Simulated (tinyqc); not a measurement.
Inside a calculation. Model: semiconductor laser, carrier and photon rate equations.

Computed by the program tinyqc: `OMP_NUM_THREADS=1 python tinyqc.py 2840002 2840003 out.jsonl`, one thread of a shared Intel Xeon 2.30GHz, about 0.01 s for the whole run. Printed values are rounded.

Carrier density N and photon density S in one mode: dN/dt = F1 = eta I/(q V) - (A N + B N^2 + C N^3) - vg g S; dS/dt = F2 = G vg g S + G be B N^2 - S/tp, with g = g0 ln(N/Ntr)/(1 + ec S). Output power P = Fo Eph S V/(G tp). No heating, no carrier transport.

Parameters, values chosen for the exercise: active volume V = 3.1e-12 cm^3; confinement factor G = 0.047; group velocity vg = 7.68e9 cm/s; gain coefficient g0 = 1700 1/cm; transparency density Ntr = 2.7e18 cm^-3; gain compression ec = 2.9e-17 cm^3; photon lifetime tp = 3.2 ps; defect recombination coefficient A = 9.1e7 1/s; radiative coefficient B = 6.2e-11 cm^3/s; Auger coefficient C = 2.6e-29 cm^6/s; share of spontaneous emission into the mode be = 6.2e-5; injection efficiency eta = 0.82; share of cavity losses that is output Fo = 0.55; photon energy Eph = 0.8 eV; drive current I = 14 mA; time step dt = 3 ps.

Constants: q = 1.602176634e-19 C. Results are converted to the units shown.

## Threshold

gth = 1/(G vg tp), Nth = Ntr exp(gth/g0), Ith = q V (A Nth + B Nth^2 + C Nth^3)/eta. Above it S is near G tp eta (I - Ith)/(q V). Carrier lifetime at threshold Nth/(A Nth + B Nth^2 + C Nth^3).

gth = 865.7469 1/cm
Nth = 4.492973e18 cm^-3
Ith = 2.434076 mA
estimate of S = 2.871904e15 cm^-3
carrier lifetime = 1.118041 ns

## Iteration 1: steady state by Newton steps

(N, S) at the start (Nth and the estimate of S): N (1e18 cm^-3) 4.493, S (1e15 cm^-3) 2.87

Jacobian, with a = g0/(N (1 + ec S)) and d = g/(1 + ec S): J11 = -(A + 2 B N + 3 C N^2) - vg a S, J12 = -vg d, J21 = G vg a S + 2 G be B N, J22 = G vg d - 1/tp. Solve J d = -F and add d to (N, S).

F1, F2 (1e27 cm^-3/s): [1.478593, -0.06889805]

J (1/ns):
```
            N          S
F1  -9.921733  -5666.513
F2  0.3618551  -46.17388
```

(N, S) after iteration 1: N (1e18 cm^-3) 4.675846, S (1e15 cm^-3) 2.810783

## Iteration 2: steady state by Newton steps

As before.

F1, F2 (1e27 cm^-3/s): [0.04079943, -0.002573140]

J (1/ns):
```
            N          S
F1  -9.632968  -6129.774
F2  0.3410716  -24.40062
```

(N, S) after iteration 2: N (1e18 cm^-3) 4.683056, S (1e15 cm^-3) 2.806108

## Course of the iteration: steady state by Newton steps

Stop when the largest change of (N, S) is below 1e-9, or after 40 iterations. N is counted in 1e18 and S in 1e15 cm^-3, and S must be positive.

Course of the iteration:
```
iteration  S (1e15 cm^-3)  largest |change| of one entry
1                2.810783                          0.183
2                2.806108                        7.21e-3
3                2.806099                        1.65e-5
4                2.806099                       7.85e-11
```

Converged in 4 iterations. At the end the number of correct digits about doubles with each step.

## Power, relaxation frequency, damping and bandwidth

N = 4.683072e18 cm^-3
S = 2.806099e15 cm^-3

Jacobian, with a = g0/(N (1 + ec S)) and d = g/(1 + ec S): J11 = -(A + 2 B N + 3 C N^2) - vg a S, J12 = -vg d, J21 = G vg a S + 2 G be B N, J22 = G vg d - 1/tp. wR^2 = det J, gamma = -trace J, fR = wR/(2 pi); the response wR^2/(wR^2 - w^2 + i gamma w) falls to 1/sqrt(2) at w^2 = x + sqrt(x^2 + wR^4), x = wR^2 - gamma^2/2 (f3dB = w/(2 pi)).

P = 4.077368 mW
fR = 7.660631 GHz
gamma = 33.13465 1/ns
f3dB = 10.89032 GHz

f3dB is 1.42 times fR (1.55 without damping). gamma/wR = 0.69: the response has a resonance peak.

## One Runge-Kutta step of a transient

(N, S) at the start: N (1e18 cm^-3) 4.777, S (1e15 cm^-3) 1.4

y = (N, S), k1 = F(y), k2 = F(y + dt k1/2), k3 = F(y + dt k2/2), k4 = F(y + dt k3), y(new) = y + dt (k1 + 2 k2 + 2 k3 + k4)/6.

slopes per ps, N in 1e18 and S in 1e15 cm^-3:
```
          dN/dt       dS/dt
k1  0.008407885  0.03354030
k2  0.007983222  0.03631406
k3  0.007958551  0.03624749
k4  0.007508922  0.03903374
```

(N, S) after the step: N (1e18 cm^-3) 4.800900, S (1e15 cm^-3) 1.508849
